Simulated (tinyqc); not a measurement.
Ellipsometry and reflectance of a transparent film on an absorbing substrate: one step of the calculation.

Air (index 1), film, substrate with N2 = n2 - i k2; time factor exp(+i w t). q_j = sqrt(N_j^2 - sin^2 th), root with positive real part. Fresnel coefficients r_s = (q_a - q_b)/(q_a + q_b), r_p = (N_b^2 q_a - N_a^2 q_b)/(N_b^2 q_a + N_a^2 q_b). tan(Psi) exp(i Delta) = R_p/R_s, Delta taken from 0 to 360 degrees.

Question. Psi, Delta and reflectances. beta = 2 pi d q1/lam, X = exp(-2 i beta), R = (r01 + r12 X)/(1 + r01 r12 X) for p and s.

Inputs (values chosen for the exercise):
- lam = 546.1 nm (wavelength)
- d = 110 nm (film thickness)

q1 = 1.3599216
r01,p = -0.18539551
r01,s = -0.59808243
r12,p = 0.35268461-0.00313608i
r12,s = -0.49034119+0.00304223i

Give: beta; X; R_p; R_s; Psi; Delta; |R_p|^2; |R_s|^2.

Answer.

beta = 1.7211 rad
X = -0.95514+0.29616i
R_p = -0.49249+0.09191i
R_s = -0.20354-0.18058i
Psi = 61.493 degrees
Delta = 307.85 degrees
|R_p|^2 = 0.25099
|R_s|^2 = 0.074038

The bare substrate gives Psi = 12.01 and Delta = 178.97 degrees.

Program tinyqc, `OMP_NUM_THREADS=1 python tinyqc.py 2870176 2870177 out.jsonl`; Intel Xeon 2.30GHz, shared host, one thread, about 0.01 s.
